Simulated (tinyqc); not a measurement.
# Absorption edge of a degenerate semiconductor, band filling against gap narrowing: two studies

n-type, parabolic bands, full ionisation. eta = (EF - Ec)/kB T solves N = Nc F12(eta), F12(x) = (2/sqrt(pi)) int_0^infinity sqrt(u)/(1 + exp(u - x)) du. The gap shrinks rigidly by dEg = a3 y^(1/3) + a4 y^(1/4) + a2 y^(1/2), y = N/1e18 cm^-3, an empirical law that is here taken as the true narrowing.

Inputs (values chosen for the exercise); band and dielectric values close to those of gallium nitride:
```
symbol,value,unit,meaning
T,300,K,temperature
Eg,3.34,eV,band gap
Nc,2.19e18,cm^-3,"conduction-band density of states at 300 K, from me"
me,0.197,m0,electron mass
mh,1.01,m0,hole mass
a3,11.6,meV,coefficient of (N/1e18)^(1/3)
a4,9.1,meV,coefficient of (N/1e18)^(1/4)
a2,2.4,meV,coefficient of (N/1e18)^(1/2)
```

Constants: q = 1.602176634e-19 C, kB = 1.380649e-23 J/K, Vt = kB T/q. Results are converted to the units shown.

Each table varies one quantity; the others keep the values above.

## The optical edge against doping

Vertical transitions need an empty final state: the edge is taken where the state lies 4 kB T below EF, E_opt = Eg - dEg + (1 + me/mh) max(eta - 4, 0) kB T; wavelength h c/(q E_opt).

The optical edge against doping:
```
N (cm^-3)	eta	dEg (meV)	filling shift (meV)	E_opt (eV)
5.1e17	-1.375	18.67	0	3.321
1.1e18	-0.5122	23.81	0	3.316
2.3e18	0.4150	30.16	0	3.310
4.9e18	1.573	38.55	0	3.301
1e19	3.042	48.76	0	3.291
2.2e19	5.474	63.47	45.53	3.322
4.6e19	9.113	81.54	158.0	3.416
9.8e19	15.18	105.9	345.5	3.580
2.1e20	25.30	138.4	657.9	3.860
```

What does the comparison show?

E_opt goes from 3.32 through a minimum of 3.29 (at N = 1e19 cm^-3 among the rows listed) to 3.86 eV, against Eg = 3.34 eV; the filling shift is 0 while eta is below 4. At the end narrowing grows as N^(0.35) and EF - Ec as N^(0.67). Filling therefore wins at high density. For N = 4.6e19, 9.8e19, 2.1e20 EF lies more than 0.2 eV in the band, where non-parabolicity lowers it markedly.

## Approximations to the Fermi level

With u = N/Nc: Boltzmann ln u; Joyce-Dixon ln u + 0.353553 u - 4.95009e-3 u^2 + 1.48386e-4 u^3 - 4.42563e-6 u^4; degenerate limit (3 sqrt(pi) u/4)^(2/3). The Einstein ratio is D/(mu Vt) = F12/Fm, Fm(x) = dF12/dx = (1/sqrt(pi)) int_0^infinity u^(-1/2)/(1 + exp(u - x)) du.

Approximations to the Fermi level:
```
N (cm^-3)	N/Nc	eta	Boltzmann	Joyce-Dixon	degenerate	D/(mu Vt)
1.2e17	0.05479	-2.885	-2.904	-2.885	0.1744	1.019
2.6e17	0.1187	-2.089	-2.131	-2.089	0.2920	1.042
5.7e17	0.2603	-1.254	-1.346	-1.254	0.4928	1.091
1.3e18	0.5936	-0.3134	-0.5215	-0.3134	0.8539	1.206
2.8e18	1.279	0.6900	0.2457	0.6900	1.424	1.437
6.1e18	2.785	1.974	1.024	1.974	2.393	1.917
1.3e19	5.936	3.732	1.781	3.731	3.964	2.824
2.9e19	13.24	6.641	2.583	6.606	6.767	4.603
6.5e19	29.68	11.52	3.390	9.969	11.59	7.776
```

What does the comparison show?

Boltzmann is within 0.1 of eta up to N/Nc = 0.26, Joyce-Dixon within 0.01 up to 5.9, and the degenerate limit is off by 0.072 in the last row. The Einstein ratio rises from 1.02 to 7.78: degenerate carriers diffuse faster for the same mobility.

Range of the model: Band tails, non-parabolic bands and incomplete ionisation are left out.

tinyqc, about 0.01 s, one thread, Intel Xeon 2.30GHz (shared host): `OMP_NUM_THREADS=1 python tinyqc.py 2330172 2330173 out.jsonl`
